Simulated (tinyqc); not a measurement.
Quasiparticle equation with a plasmon-pole self-energy for two band edges: one step. Linearised one-shot correction. Five cases, with inputs chosen for the exercise.

Task: Evaluate Sc and its slope at the mean-field energy; E = e + Z (X + Sc).

For each edge E = e + X + Sc(E), with the correlation part Sc(E) = A[0]/(E - a + w) + A[1]/(E - b - w); a and b are the valence and conduction energies that enter the Green function (a = ev, b = ec in the one-shot scheme). Z = 1/(1 - dSc/dE), dSc/dE = -A[0]/(E - a + w)^2 - A[1]/(E - b - w)^2.

Case 1.

Values chosen (scales of the order of those of HfO2; not measured data): ev = 0 eV (mean-field valence top); ec = 3.94 eV (mean-field conduction edge); w = 14.2 eV (pole energy); Av = (36.4, 14.8) eV^2 (weights of the valence state on the hole and electron poles); Ac = (22.2, 40.4) eV^2 (the same for the conduction state); Xv = -3.27 eV (exchange minus the mean-field potential, valence); Xc = 2.55 eV (the same, conduction).

Case 2.

Values chosen (scales of the order of those of SiO2; not measured data): ev = 0 eV (mean-field valence top); ec = 5.61 eV (mean-field conduction edge); w = 18.3 eV (pole energy); Av = (47.9, 20.4) eV^2 (weights of the valence state on the hole and electron poles); Ac = (23.6, 52.6) eV^2 (the same for the conduction state); Xv = -4.01 eV (exchange minus the mean-field potential, valence); Xc = 3.45 eV (the same, conduction).

Case 3.

Values chosen (scales of the order of those of Si; not measured data): ev = 0 eV (mean-field valence top); ec = 0.59 eV (mean-field conduction edge); w = 15.4 eV (pole energy); Av = (24.3, 15.1) eV^2 (weights of the valence state on the hole and electron poles); Ac = (9.7, 23.6) eV^2 (the same for the conduction state); Xv = -1.04 eV (exchange minus the mean-field potential, valence); Xc = 1.17 eV (the same, conduction).

Case 4.

Values chosen (scales of the order of those of GaAs; not measured data): ev = 0 eV (mean-field valence top); ec = 0.5 eV (mean-field conduction edge); w = 14.8 eV (pole energy); Av = (40.5, 16.4) eV^2 (weights of the valence state on the hole and electron poles); Ac = (17.5, 37.2) eV^2 (the same for the conduction state); Xv = -2.48 eV (exchange minus the mean-field potential, valence); Xc = 1.89 eV (the same, conduction).

Case 5.

Values chosen (scales of the order of those of Si; not measured data): ev = 0 eV (mean-field valence top); ec = 0.58 eV (mean-field conduction edge); w = 15.9 eV (pole energy); Av = (43.5, 22.8) eV^2 (weights of the valence state on the hole and electron poles); Ac = (18.5, 51.3) eV^2 (the same for the conduction state); Xv = -1.64 eV (exchange minus the mean-field potential, valence); Xc = 2.52 eV (the same, conduction).

Give: Terms; gap; gap with Z = 1.

Result:

Case 1.

Terms:

| edge | Sc (eV) | dSc/dE | Z | X + Sc (eV) | E (eV) |
|---|---|---|---|---|---|
| valence | 1.7475 | -0.2255 | 0.8160 | -1.5225 | -1.2424 |
| conduction | -1.6213 | -0.2678 | 0.7888 | 0.9287 | 4.6726 |

gap = 5.9149 eV
gap with Z = 1 = 6.3912 eV

The gap opens by 1.975 eV, 63 % of it by lowering the valence top. Setting Z = 1 would overshoot by 0.476 eV. X and Sc have opposite signs and are each larger than the sum they leave, so both must be converged well.

Case 2.

Terms:

| edge | Sc (eV) | dSc/dE | Z | X + Sc (eV) | E (eV) |
|---|---|---|---|---|---|
| valence | 1.7643 | -0.1787 | 0.8484 | -2.2457 | -1.9052 |
| conduction | -1.8873 | -0.1983 | 0.8345 | 1.5627 | 6.9141 |

gap = 8.8193 eV
gap with Z = 1 = 9.4184 eV

The gap opens by 3.209 eV, 59 % of it by lowering the valence top. Setting Z = 1 would overshoot by 0.599 eV.

Case 3.

Terms:

| edge | Sc (eV) | dSc/dE | Z | X + Sc (eV) | E (eV) |
|---|---|---|---|---|---|
| valence | 0.6336 | -0.1615 | 0.8609 | -0.4064 | -0.3499 |
| conduction | -0.9258 | -0.1374 | 0.8792 | 0.2442 | 0.8047 |

gap = 1.1546 eV
gap with Z = 1 = 1.2406 eV

The gap opens by 0.565 eV, 62 % of it by lowering the valence top. Setting Z = 1 would overshoot by 0.086 eV. X and Sc have opposite signs and are each larger than the sum they leave, so both must be converged well.

Case 4.

Terms:

| edge | Sc (eV) | dSc/dE | Z | X + Sc (eV) | E (eV) |
|---|---|---|---|---|---|
| valence | 1.6646 | -0.2550 | 0.7968 | -0.8154 | -0.6498 |
| conduction | -1.3697 | -0.2446 | 0.8035 | 0.5203 | 0.9180 |

gap = 1.5678 eV
gap with Z = 1 = 1.8357 eV

The gap opens by 1.068 eV, 61 % of it by lowering the valence top. Setting Z = 1 would overshoot by 0.268 eV. X and Sc have opposite signs and are each larger than the sum they leave, so both must be converged well.

Case 5.

Terms:

| edge | Sc (eV) | dSc/dE | Z | X + Sc (eV) | E (eV) |
|---|---|---|---|---|---|
| valence | 1.3524 | -0.2560 | 0.7962 | -0.2876 | -0.2290 |
| conduction | -2.1038 | -0.2710 | 0.7868 | 0.4162 | 0.9074 |

gap = 1.1364 eV
gap with Z = 1 = 1.2838 eV

The gap opens by 0.556 eV, 41 % of it by lowering the valence top. Setting Z = 1 would overshoot by 0.147 eV. X and Sc have opposite signs and are each larger than the sum they leave, so both must be converged well.

Computed by tinyqc, one run a case: `OMP_NUM_THREADS=1 python tinyqc.py N N+1 out.jsonl` with N = 1880102, 1880208, 1880313, 1880460, 1880473; one thread of a shared Intel(R) Xeon(R) Processor @ 2.30GHz, about 0.03 s a run at most.
